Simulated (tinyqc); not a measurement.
Two-dimensional electron gas with Rashba and Dresselhaus coupling: one step. The two wave vectors at the energy E0 along this direction. Three cases, with inputs chosen for the exercise.

Problem. Solve c k^2/m -/+ |B(k)| = E0. The spin turns by (k_outer - k_inner) per length, so a half turn takes pi/(difference).

H = c k^2/m + al (ky sx - kx sy) + b1 (kx sx - ky sy) + gam kx ky (kx sy - ky sx), s the Pauli matrices, x = [100], c = hbar^2/2m0, b1 = gam (pi/L)^2 (hard walls). H = c k^2/m + B.s, so E = c k^2/m -/+ |B| and the lower state has its spin along -B.

Constants: hbar^2/2m0 = 3.80998211 eV angstrom^2.

Case 1.

Values chosen (of the size met in InAs; shifted at random, so the results belong to these values and not to a real crystal): m = 0.0246 m0 (mass); al = 0.29 eV angstrom (Rashba constant); gam = 24.2 eV angstrom^3 (bulk Dresselhaus constant); L = 87 angstrom (width of the (001) well); phi = 30 degrees (angle of k from [100]).

E0 = 97.31229 meV

Case 2.

Values chosen (of the size met in InSb; shifted at random, so the results belong to these values and not to a real crystal): m = 0.0134 m0 (mass); al = 0.3 eV angstrom (Rashba constant); gam = 0 eV angstrom^3 (bulk Dresselhaus constant); L = 205 angstrom (width of the (001) well); phi = 135 degrees (angle of k from [100]).

E0 = 62.52678 meV

Case 3.

Values chosen (of the size met in InGaAs; shifted at random, so the results belong to these values and not to a real crystal): m = 0.0392 m0 (mass); al = 0.17 eV angstrom (Rashba constant); gam = 26.5 eV angstrom^3 (bulk Dresselhaus constant); L = 196 angstrom (width of the (001) well); phi = 15 degrees (angle of k from [100]).

E0 = 61.06843 meV

Give: k; difference; length of a half turn.

Solution.

Case 1.

k (1/angstrom): outer 0.026089, inner 0.024080

difference = 0.002009 1/angstrom
length of a half turn = 156.4 nm

For linear terms alone the difference is (m/c)|B|/k, whatever the energy: every electron along this direction turns alike, the basis of the spin transistor. The cubic term makes it depend on density.

Case 2.

k (1/angstrom): outer 0.015366, inner 0.014311

difference = 0.001055 1/angstrom
length of a half turn = 297.7 nm

For linear terms alone the difference is (m/c)|B|/k, whatever the energy: every electron along this direction turns alike, the basis of the spin transistor.

Case 3.

k (1/angstrom): outer 0.025951, inner 0.024209

difference = 0.001742 1/angstrom
length of a half turn = 180.3 nm

For linear terms alone the difference is (m/c)|B|/k, whatever the energy: every electron along this direction turns alike, the basis of the spin transistor. The cubic term makes it depend on density.

Computed by tinyqc, one run a case: `OMP_NUM_THREADS=1 python tinyqc.py N N+1 out.jsonl` with N = 1480097, 1480631, 1480868; one thread of a shared Intel(R) Xeon(R) Processor @ 2.30GHz, about 0.01 s a run at most.
